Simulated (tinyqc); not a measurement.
From results back to parameters: three-band tight binding of a dichalcogenide monolayer. Five cases, with inputs chosen for the exercise.

Problem. In the three-band model the dz2 level is e1 + 6 t0 at Gamma and e1 - 3 t0 at K; without spin-orbit coupling the other levels are e2 + 3 s at Gamma (twofold) and e2 - 3s/2 -/+ 3 sqrt3 t12 at K, s = t11 + t22, t12 > 0. The levels below come from hidden values.

Find: e1, t0, e2, t11 + t22, t12.

Method. The dz2 levels differ by 9 t0. The level at Gamma lies 9s/2 above the mean of the two at K, whose splitting is 6 sqrt3 t12. t1, t2 and t11 - t22 need masses or other points.

Case 1.

dz2 levels (eV): Gamma -0.2310, K 1.4970

other levels (eV): Gamma 3.10800, K lower 0.04722, K upper 3.08178

Solution.

e1, t0, e2, t11 + t22, t12 (eV): 0.921  -0.192  2.079  0.343  0.292

Case 2.

dz2 levels (eV): Gamma -0.4060, K 1.1150

other levels (eV): Gamma 3.32400, K lower 0.02492, K upper 2.51908

Solution.

e1, t0, e2, t11 + t22, t12 (eV): 0.608  -0.169  1.956  0.456  0.240

Case 3.

dz2 levels (eV): Gamma -0.3340, K 1.5650

other levels (eV): Gamma 3.07500, K lower 0.04316, K upper 3.45184

Solution.

e1, t0, e2, t11 + t22, t12 (eV): 0.932  -0.211  2.190  0.295  0.328

Case 4.

dz2 levels (eV): Gamma -0.2390, K 1.4890

other levels (eV): Gamma 3.11200, K lower 0.10179, K upper 3.05321

Solution.

e1, t0, e2, t11 + t22, t12 (eV): 0.913  -0.192  2.089  0.341  0.284

Case 5.

dz2 levels (eV): Gamma -0.3930, K 1.1100

other levels (eV): Gamma 3.38400, K lower 0.02364, K upper 2.55936

Solution.

e1, t0, e2, t11 + t22, t12 (eV): 0.609  -0.167  1.989  0.465  0.244

Computed by tinyqc, one run a case: `OMP_NUM_THREADS=1 python tinyqc.py N N+1 out.jsonl` with N = 1452638, 1452689, 1452701, 1452817, 1452851; one thread of a shared Intel(R) Xeon(R) Processor @ 2.30GHz, about 0.02 s a run at most.
